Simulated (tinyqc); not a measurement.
## Composition from the perpendicular lattice constant

Problem. The layer is x parts of the first compound and 1 - x of the second, grown coherently on the second as substrate and barrier. Rows of the table: lattice constant a, average valence level Ea on an absolute scale, spin-orbit splitting so, gaps at Gamma, X and L, hydrostatic deformation potentials av and ac (Gamma), shear potential b, elastic constants, electron and heavy-hole (along z) masses. All are interpolated linearly in x; gaps get -C x (1 - x), taken wholly in the conduction band; real line-ups can differ from this model by 0.1 eV or more. In-plane strain e = (a_substrate - a)/a, e_z = -2 (c12/c11) e, volume change 2 e + e_z. X-ray diffraction gives a_z = a (1 + e_z) of the coherent layer. Find x, e and the relaxed Gamma gap.

Inputs (values chosen for the exercise): bowing of the Gamma gap CG = 0.37 eV; bowing of the X gap CX = 0.055 eV; bowing of the L gap CL = 0 eV.

Binary compounds, values chosen for the exercise:
```
              close to AlAs  close to GaAs
a (angstrom)          5.661          5.653
Ea (eV)               -7.49          -6.92
so (eV)               0.279          0.339
EG (eV)                2.99            1.4
EX (eV)                2.15           1.87
EL (eV)                2.37            1.7
av (eV)                2.48           1.16
ac (eV)               -5.62          -7.13
b (eV)                -1.52           -1.7
c11 (GPa)               126            117
c12 (GPa)              53.6           53.2
me (m0)                0.15         0.0674
mh (m0)               0.475          0.346
```

lattice constant along the growth direction = 5.66375013 angstrom

Answer. a_z changes steadily with x, about (1 + 2 c12/c11) times as fast as the relaxed lattice constant, so one composition matches.

x = 0.720
e = -0.102 %
relaxed Gamma gap = 2.47 eV

tinyqc, about 0.01 s, one thread, Intel Xeon 2.30GHz (shared host): `OMP_NUM_THREADS=1 python tinyqc.py 2690109 2690110 out.jsonl`
